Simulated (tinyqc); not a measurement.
Worked calculation: CID on RHF in the 6-311g basis, for H2, spin multiplicity 1. One step of it, computed by the program tinyqc.

Problem. Iteration 6 (converged): orbitals. Diagonalise F' = X^T F X, C = X C', fill 1 alpha and 1 beta electrons from the bottom; D = 2 C_occ C_occ^T. Each column has its largest component positive (the first on a tie).

converged F (hartree):
```
           1H 1s      1H 2s      1H 3s      2H 1s      2H 2s      2H 3s
1H 1s   0.679132  -0.353418  -0.418690  -0.352369  -0.400892  -0.370658
1H 2s  -0.353418  -0.283801  -0.353214  -0.400892  -0.421681  -0.373332
1H 3s  -0.418690  -0.353214  -0.259109  -0.370658  -0.373332  -0.284068
2H 1s  -0.352369  -0.400892  -0.370658   0.679132  -0.353418  -0.418690
2H 2s  -0.400892  -0.421681  -0.373332  -0.353418  -0.283801  -0.353214
2H 3s  -0.370658  -0.373332  -0.284068  -0.418690  -0.353214  -0.259109
```

X:
```
           1H 1s      1H 2s      1H 3s      2H 1s      2H 2s      2H 3s
1H 1s   1.376374  -0.754229   0.212686   0.046332  -0.001826  -0.043753
1H 2s  -0.754229   2.205994  -1.056682  -0.001826  -0.387465   0.268956
1H 3s   0.212686  -1.056682   2.343537  -0.043753   0.268956  -1.149502
2H 1s   0.046332  -0.001826  -0.043753   1.376374  -0.754229   0.212686
2H 2s  -0.001826  -0.387465   0.268956  -0.754229   2.205994  -1.056682
2H 3s  -0.043753   0.268956  -1.149502   0.212686  -1.056682   2.343537
```

Give: F' = X^T F X; orbital energies; coefficients C; D after iteration 6.

Solution.

F' = X^T F X (hartree):
```
         1        2        3        4        5        6
1   1.7202  -1.1771   0.0062  -0.0487  -0.1853  -0.1266
2  -1.1771   0.9340  -0.3808  -0.1853  -0.2018  -0.0312
3   0.0062  -0.3808   0.1781  -0.1266  -0.0312  -0.1319
4  -0.0487  -0.1853  -0.1266   1.7202  -1.1771   0.0062
5  -0.1853  -0.2018  -0.0312  -1.1771   0.9340  -0.3808
6  -0.1266  -0.0312  -0.1319   0.0062  -0.3808   0.1781
```

orbital energies (hartree): MO1 -0.5284, MO2 0.1239, MO3 0.3275, MO4 0.5529, MO5 2.5379, MO6 2.6508

coefficients C:
```
          MO1      MO2      MO3      MO4      MO5      MO6
1H 1s  0.1612   0.1039  -0.0453  -0.0978  -1.0863  -1.1332
1H 2s  0.3067   0.0734  -0.8219  -1.3482   1.6437   1.2165
1H 3s  0.1666   1.5539   0.8883   1.8706  -1.0482  -0.4697
2H 1s  0.1612  -0.1039  -0.0453   0.0978   1.0863  -1.1332
2H 2s  0.3067  -0.0734  -0.8219   1.3482  -1.6437   1.2165
2H 3s  0.1666  -1.5539   0.8883  -1.8706   1.0482  -0.4697
```

D after iteration 6:
```
        1H 1s   1H 2s   1H 3s   2H 1s   2H 2s   2H 3s
1H 1s  0.0520  0.0989  0.0537  0.0520  0.0989  0.0537
1H 2s  0.0989  0.1881  0.1022  0.0989  0.1881  0.1022
1H 3s  0.0537  0.1022  0.0555  0.0537  0.1022  0.0555
2H 1s  0.0520  0.0989  0.0537  0.0520  0.0989  0.0537
2H 2s  0.0989  0.1881  0.1022  0.0989  0.1881  0.1022
2H 3s  0.0537  0.1022  0.0555  0.0537  0.1022  0.0555
```
